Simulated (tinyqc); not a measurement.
# Two-step dopant diffusion (predeposition and drive-in) with a constant diffusivity, step by step

A worked calculation. Computed by tinyqc, a small Python program that keeps every step. Command: `OMP_NUM_THREADS=1 python tinyqc.py 3013795 3013796 out.jsonl dopdiff walk`. One thread of a shared host (Intel(R) Xeon(R) Processor @ 2.30GHz), about 0.04 s of CPU time with the checks. Intermediate numbers are printed to about 6 digits and carried at full precision; extremes and crossings named in words are read from the listed rows.

Fick diffusion into a half space x > 0 whose background doping C_B is of the opposite type, so that a junction lies where C = C_B.

Inputs (values chosen for the exercise, modelled on gallium in silicon): prefactor D0 = 0.438 cm^2/s; activation energy E = 3.37 eV; surface concentration C_s = 8.2e+18 1/cm^3; background doping C_B = 2.1e+14 1/cm^3; predeposition temperature T1 = 875 C; predeposition time t1 = 60 min; drive-in temperature T2 = 1200 C; drive-in time t2 = 240 min; mean mobility in the layer mu = 300 cm^2/(V s).

Furnace ramps of the drive-in: none.

Constants: k_B = 8.617333262e-05 eV/K; e = 1.602176634e-19 C.

## Diffusivities

D = D0 exp(-E/(k_B T)). Temperatures in kelvin are T(C) + 273.15. Times in seconds are 60 times the minutes.

D1 = 7.06214e-16 cm^2/s

D2 = 1.29539e-12 cm^2/s

product D1 t1 = 2.54237e-12 cm^2

## Thermal budget of the drive-in

(Dt)2 = D2 t2, t2 in seconds.

drive-in budget (Dt)2 = 1.86537e-08 cm^2

## Predeposition

C = C_s erfc(x/(2 sqrt(D1 t1))); dose Q = 2 C_s sqrt(D1 t1/pi); the junction solves erfc(z) = C_B/C_s with x_j = 2 z sqrt(D1 t1).

dose Q = 1.47533e+13 1/cm^2

z = 2.97647

junction depth after predeposition = 0.0949183 um

## Drive-in as a Gaussian

With a sealed surface and a thin source, C = Q/sqrt(pi (Dt)2) exp(-x^2/(4 (Dt)2)); x_j = 2 sqrt((Dt)2 ln(C(0)/C_B)); gradient at the junction |dC/dx| = C_B x_j/(2 (Dt)2).

surface concentration C(0) (Gaussian) = 6.09440e+16 1/cm^3

junction depth x_j = 6.50469 um

gradient at the junction = 3.66144e+18 1/cm^4

The drive-in moves the junction from 0.0949 to 6.50 um and lowers the surface value by a factor 135. Caution: C_s exceeds the intrinsic carrier density of silicon at the predeposition temperature (2e18 to 1e19 per cm^3), where real diffusivities rise with concentration and profiles turn box-like.

## Sheet resistance

Net dose Q_net = Q erf(x_j/(2 sqrt((Dt)2))) - C_B x_j; R_s = 1/(e mu Q_net), with every dopant ionised and one mobility.

net dose = 1.46055e+13 1/cm^2

sheet resistance R_s (Gaussian) = 1424.47 ohm/square

## Exact junction depth

Exact two-step profile: C = (2 C_s/pi) int_0^alpha exp(-beta (1 + u^2))/(1 + u^2) du with alpha = sqrt(D1 t1/(Dt)2), beta = x^2/(4 (D1 t1 + (Dt)2)). The integral takes 48 Gauss-Legendre points; solve C(x) = C_B.

exact junction depth = 6.50496 um

## Gaussian against the exact two-step profile

Gaussian: C = Q/sqrt(pi (Dt)2) exp(-x^2/(4 (Dt)2)). Depths are fractions of the Gaussian x_j.

Profiles:
```
x/x_j   x (um)  Gaussian (1/cm^3)  exact (1/cm^3)    ratio
0.0    0.00000        6.09440e+16     6.09412e+16  1.00005
0.2    1.30094        4.85761e+16     4.85749e+16  1.00002
0.4    2.60188        2.45978e+16     2.45988e+16  0.99996
0.6    3.90282        7.91325e+15     7.91436e+15  0.99986
0.8    5.20376        1.61732e+15     1.61778e+15  0.99972
1.0    6.50469        2.10000e+14     2.10099e+14  0.99953
1.2    7.80563        1.73231e+13     1.73352e+13  0.99930
```

With D1 t1/(Dt)2 = 1.4e-4, the Gaussian is 0.0045 % high at the surface and 0.047 % low at its own junction; the exact junction lies at 6.505 um, 0.0041 % deeper. The dose is the same, but the real source already has a width, which is negligible here.

Checks made by the program: exact profile against the direct convolution of the erfc with the Gaussian kernel (relative difference below 1e-10).
